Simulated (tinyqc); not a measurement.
Two-sublattice mean-field magnet: ferrimagnet, compensation points and susceptibility: one step, computed by the program tinyqc.

A random alloy A(1-x)B(x) with H = -sum over pairs J S_i.S_j. a = <S_A> and b = <S_B> are taken along z, a > 0. Exchange fields: h_A = (1 - x) zJ_AA a + x zJ_AB b, h_B = (1 - x) zJ_AB a + x zJ_BB b; a = S_A B_(S_A)(S_A h_A/(k_B T)) and likewise for b, with the Brillouin function B_S(y) = [(2S + 1)/(2S)] coth[(2S + 1) y/(2S)] - [1/(2S)] coth[y/(2S)].

Problem. Ordering temperature. Linearised, T (a, b) = M (a, b) with M_ij = S_i (S_i + 1) c_j zJ_ij/(3 k_B), c_A = 1 - x, c_B = x. T_c is the larger eigenvalue, and its eigenvector gives b/a at onset, (T_c - M_AA)/M_AB.

Inputs (values chosen for the exercise, for a model ferrimagnet):

| quantity | value | unit |
|---|---|---|
| spin S_A | 1 | - |
| spin S_B | 3.5 | - |
| fraction x of B sites | 0.33 | - |
| z J_AA | 118 | meV |
| z J_BB | 3.4 | meV |
| z J_AB | -40 | meV |
| T over T_c | 0.76 | - |

Constants: k_B = 8.617333262e-05 eV/K.

Give: M; eigenvalues; T_c; b/a at onset; T.

Solution.

M (K):
```
         A       B
A    611.6  -102.1
B  -1632.8    68.4
```

eigenvalues (K): -150.44  830.43

T_c = 830.43 K

b/a at onset = -2.1425

T = 631.13 K

The antiferromagnetic A-B coupling raises T_c by 219 K over that of A alone.
